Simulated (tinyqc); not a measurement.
From results back to parameters: delta-doped layer in the Thomas-Fermi potential. Two cases, with inputs chosen for the exercise.

Problem. The depth of the well was computed from a hidden sheet density.

All donors ionised in the plane z = 0, zero temperature, energies from the Fermi level EF of the Thomas-Fermi model, which lies at the bulk band edge; c = hbar^2/2m0, q = e^2/(4 pi eps0). gv = 4 equivalent valleys, m_d = sqrt(m3^3/mz) in the plane. With n = (gv/3 pi^2)(m3 (-V)/c)^(3/2) and V'' = -(4 pi q/eps) n for z > 0, the solution is V = -b/(|z| + z0)^4 with sqrt(b) = 20/K, K = (4 pi q/eps)(gv/3 pi^2)(m3/c)^(3/2), and z0^5 = 4b/(e F0), e F0 = 2 pi q N/eps; 1e13/cm^2 = 1e-3/angstrom^2. Exchange and correlation are left out.

Constants: hbar^2/2m0 = 3.80998211 eV angstrom^2; e^2/(4 pi eps0) = 14.39964547 eV angstrom.

Find: b; z0; N.

Method. b does not depend on N; z0 = (b/depth)^(1/4), e F0 = 4b/z0^5 and N = eps e F0/(2 pi q).

Case 1.

Values chosen (out of a larger set: near those of a delta-doped layer in Ge; not measured data): m3 = 0.227 m0 (density-of-states mass of a valley); mz = 0.121 m0 (mass along z); eps = 16 (dielectric constant).

depth = 0.048743 eV

Solution.

b = 8.102e+05 eV angstrom^4
z0 = 63.85 angstrom
N = 0.540 x 1e13/cm^2

Case 2.

Values chosen (out of a larger set: near those of a delta-doped layer in Ge; not measured data): m3 = 0.224 m0 (density-of-states mass of a valley); mz = 0.125 m0 (mass along z); eps = 16.2 (dielectric constant).

depth = 0.197878 eV

Solution.

b = 8.644e+05 eV angstrom^4
z0 = 45.72 angstrom
N = 3.10 x 1e13/cm^2

Computed by tinyqc, one run a case: `OMP_NUM_THREADS=1 python tinyqc.py N N+1 out.jsonl` with N = 1280715, 1280948; one thread of a shared Intel(R) Xeon(R) Processor @ 2.30GHz, about 0.1 s a run at most.
